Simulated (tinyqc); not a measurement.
Hot electrons in a saturated n-channel MOSFET, lucky-electron model: two steps of the calculation.

Beyond pinch-off the lateral field grows as Esat cosh(y/l) over the velocity-saturated region (pseudo-two-dimensional model). Impact ionisation in this region gives the substrate current, which biases the body forward through Rsub. Currents are per width. Local-field laws: they overstate ionisation when the field peak is narrower than an energy relaxation length.

Parameters, values chosen for the exercise; values close to those of silicon n-channel devices:
- L = 0.35 um (channel length)
- tox = 8.3 nm (oxide thickness)
- xj = 91 nm (junction depth)
- VT = 0.69 V (threshold)
- mu = 270 cm^2/(V s) (effective mobility)
- vs = 9.6e6 cm/s (saturation velocity)
- Ai = 2e6 1/cm (ionisation prefactor)
- Bi = 1.82 MV/cm (ionisation field)
- Rd = 400 ohm um (resistance of the lightly doped drain)
- Rsub = 7200 ohm um (substrate resistance)
- kb = 0.32 (fall of VT per volt of forward body bias)
- Vd = 3 V (drain voltage)
- Vg = 2 V (gate voltage)

Constants: eps0 = 8.8541878128e-14 F/cm where lengths are in cm. Results are converted to the units shown.

Problem 1. Length and field scales. Cox = 3.9 eps0/tox, l = sqrt(3 tox xj), Esat = 2 vs/mu.

Wanted: Cox; l; Esat; Esat L.

Solution 1.

Cox = 0.41604 uF/cm^2
l = 47.601 nm
Esat = 0.071111 MV/cm
Esat L = 2.4889 V

Problem 2. Body bias from the substrate current. Cox = 3.9 eps0/tox. Overdrive g = Vg - VT + kb Vb; Vdsat = g Esat L/(g + Esat L); Id = Cox vs (g - Vdsat); dV = Vd - Id Rd - Vdsat; Em = sqrt((dV/l)^2 + Esat^2); Isub = Id (Ai/Bi) l Em exp(-Bi/Em). Vb(new) = Rsub Isub.

Vb at the start = 0 V
l = 47.601471 nm
Esat = 0.071111111 MV/cm

Give: Vdsat; Id; dV; Em; Isub; Vb after iteration 1.

Solution 2.

Vdsat = 0.85826 V
Id = 180.42 uA/um
dV = 2.0696 V
Em = 0.44055 MV/cm
Isub = 6.6787 uA/um
Vb after iteration 1 = 0.048087 V

Program tinyqc, `OMP_NUM_THREADS=1 python tinyqc.py 2550001 2550002 out.jsonl`; Intel Xeon 2.30GHz, shared host, one thread, about 0.01 s.
